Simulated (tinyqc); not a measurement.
Quantum limit of the contact resistance of a three-dimensional channel: one step of the calculation.

Parabolic band with gv valleys, C = hbar^2/(2 m0), eta = (EF - Ec)/(kB T). Landauer picture: each mode conducts 2 q^2/h, and the contacts and the channel add incoherently in series, 1/Tt - 1 = 2 (1/tc - 1) + L/lam for the total transmission Tt.

Task. Fermi level and modes. n = N F12(eta), N = 2 gv (m kB T/(4 pi C))^1.5, F12(x) = (2/sqrt(pi)) int_0^infinity sqrt(u)/(1 + exp(u - x)) du; modes per area M = gv m kB T ln(1 + exp(eta))/(4 pi C); at zero temperature M0 = gv kF^2/(4 pi), kF = (3 pi^2 n/gv)^(1/3). kB T in eV.

Parameters, values chosen for the exercise: temperature T = 300 K; mass m = 0.4 m0; valleys gv = 2; carrier density n = 1.1e19 cm^-3.

Constants: q = 1.602176634e-19 C, kB = 1.380649e-23 J/K, hbar = 1.054571817e-34 J s, m0 = 9.1093837015e-31 kg, Vt = kB T/q, hbar^2/(2 m0) = 0.0380998212 eV nm^2. Results are converted to the units shown.

Wanted: N; eta; M; M0.

Result.

N = 1.2697e19 cm^-3
eta = 0.15924
M = 3.3518e12 cm^-2
M0 = 4.7462e12 cm^-2

The zero-temperature count is 42 % above the thermal one.

tinyqc, about 0.01 s, one thread, Intel Xeon 2.30GHz (shared host): `OMP_NUM_THREADS=1 python tinyqc.py 2760090 2760091 out.jsonl`
